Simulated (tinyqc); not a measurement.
The scattering mechanism: Boltzmann transport in a parabolic band with a power-law relaxation time.

F_j(eta) = (1/Gamma(j + 1)) integral_0^infinity x^j dx/(1 + exp(x - eta)), which tends to exp(eta) for eta << 0.

tau = tau0 x^r with x = E/kT. With K_j = Gamma(j + 1) F_j(eta): <tau> = tau0 (r + 3/2) K_(r+1/2)/((3/2) K_(1/2)); mu = <tau>/(mc m0/e), m0/e = 5.685630e-12 kg/C; Hall factor rH = (3/2) K_(1/2) (2r + 3/2) K_(2r+1/2)/((r + 3/2) K_(r+1/2))^2; Seebeck S = -(kB/e) [(r + 5/2) K_(r+3/2)/((r + 3/2) K_(r+1/2)) - eta]; Lorenz number L = (kB/e)^2 [(r + 7/2) K_(r+5/2)/((r + 3/2) K_(r+1/2)) - ((r + 5/2) K_(r+3/2)/((r + 3/2) K_(r+1/2)))^2]; kB/e in V/K. Valley anisotropy is left out of rH.

Constants: kB = 8.617333262e-05 eV/K.
eta = -3.46176

Same eta for each exponent.

Results:
```
r                                     mechanism  <tau>/tau0     rH  S (microvolt/K)  L (1e-8 W ohm/K^2)
-0.5                           acoustic phonons       0.749  1.176           -472.0               1.491
0.0                  a constant relaxation time       1.000  1.000           -514.9               1.859
0.5   polar optical or piezoelectric scattering       1.509  1.103           -557.8               2.228
1.5                          ionised impurities       4.546  1.924           -643.7               2.967
```

What does the comparison show?

From r = -1/2 to 3/2 |S| grows by 171.7 microvolt/K, against 2 kB/e = 172.3 in the non-degenerate limit: scattering that favours fast electrons raises the mean energy carried. rH is 1 only for constant tau and reaches 1.924 for r = 3/2; L spans 1.491 to 2.967 against the metallic 2.443.

Run: tinyqc, `OMP_NUM_THREADS=1 python tinyqc.py 1682632 1682633 out.jsonl`; Intel(R) Xeon(R) Processor @ 2.30GHz, one thread, shared host; about 0.01 s of CPU time with all checks.
